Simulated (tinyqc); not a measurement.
From results back to parameters: eight-band Kane k.p model. Three cases, with inputs chosen for the exercise.

Problem. In the Kane model 1/m = A_r + Ep (Eg + 2 Dso/3)/(Eg (Eg + Dso)) and the Roth formula gives g* = 2 - 2 Ep Dso/(3 Eg (Eg + Dso)). The mass and the g factor below were computed from hidden Ep and Dso.

Case 1.

Values chosen (out of a larger set: near those of GaAs; not measured data): Eg = 1.461 eV (gap at Gamma to the s-like level); A_r = 1 (remote-band term in 1/m).

m = 0.0563090 m0
g* = -0.21065

Case 2.

Values chosen (out of a larger set: near those of GaP; not measured data): Eg = 2.877 eV (gap at Gamma to the s-like level); A_r = 1 (remote-band term in 1/m).

m = 0.0846330 m0
g* = 1.80315

Case 3.

Values chosen (out of a larger set: near those of InP; not measured data): Eg = 1.432 eV (gap at Gamma to the s-like level); A_r = 0 (remote-band term in 1/m).

m = 0.0702001 m0
g* = 1.30005

Find: X; Y; Ep; Dso.

Solution. Let X = 1/m - A_r and Y = (2 - g*)/2. Then X + Y = Ep/Eg and X - 2 Y = Ep/(Eg + Dso).

Case 1.

X = 16.759
Y = 1.105
Ep = 26.10 eV
Dso = 0.333 eV

Case 2.

X = 10.816
Y = 0.098
Ep = 31.40 eV
Dso = 0.080 eV

Case 3.

X = 14.245
Y = 0.350
Ep = 20.90 eV
Dso = 0.111 eV

Computed by tinyqc, one run a case: `OMP_NUM_THREADS=1 python tinyqc.py N N+1 out.jsonl` with N = 1080837, 1080851, 1080886; one thread of a shared Intel(R) Xeon(R) Processor @ 2.30GHz, about 0.1 s a run at most.
